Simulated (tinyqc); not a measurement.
Avrami exponent and activation energy from three anneals.

Question. Isothermal crystallisation follows X = 1 - exp(-(k t)^n) with k proportional to exp(-Ec q/(kB T)). Find n, k at both temperatures and Ec.

Constants: q = 1.602176634e-19 C, kB = 1.380649e-23 J/K. Results are converted to the units shown.

X at (399 K, 430 s), (399 K, 860 s) and (419 K, 43 s): 0.24276737  0.79259565  0.43962810

Answer. -ln(1 - X) = (k t)^n: the two times give n, and the two rates give Ec.

n = 2.50
k at 399 K = 0.00139 1/s
k at 419 K = 0.0187 1/s
Ec = 1.87 eV

tinyqc, about 0.01 s, one thread, Intel Xeon 2.30GHz (shared host): `OMP_NUM_THREADS=1 python tinyqc.py 2490106 2490107 out.jsonl`
